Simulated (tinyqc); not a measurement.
Ion-assisted plasma etching: sheath, surface coverage, synergy and aspect-ratio dependence: one step, computed by the program tinyqc.

Radicals adsorb on bare sites; ions remove covered sites with a high yield and bare sites by sputtering; a slow spontaneous reaction acts everywhere, walls included.

Task: Fluxes. Bohm speed u_B = sqrt(e T_e/M_i); ion flux G_i = 0.61 n_e u_B; radical flux G_n = n c/4 with c = sqrt(8 k_B T_g/(pi M_n)).

Inputs (values chosen for the exercise, close to those used for silicon dioxide in a fluorocarbon plasma):
```
quantity                    value    unit
plasma density n_e        1.1e+11  1/cm^3
electron temperature T_e      4.5      eV
ion mass M_i                   40       u
radical density n         3.1e+13  1/cm^3
radical mass M_n               50       u
gas temperature T_g           400       K
```

Feature: round hole.

Constants: e = 1.602176634e-19 C; u = 1.6605390666e-27 kg; k_B = 1.380649e-23 J/K.

Give: Bohm speed; ion flux G_i; radical speed c; radical flux G_n; flux ratio G_n/G_i.

Result:

Bohm speed = 3.295e+05 cm/s

ion flux G_i = 2.211e+16 1/(cm^2 s)

radical speed c = 41156 cm/s

radical flux G_n = 3.190e+17 1/(cm^2 s)

flux ratio G_n/G_i = 14.43
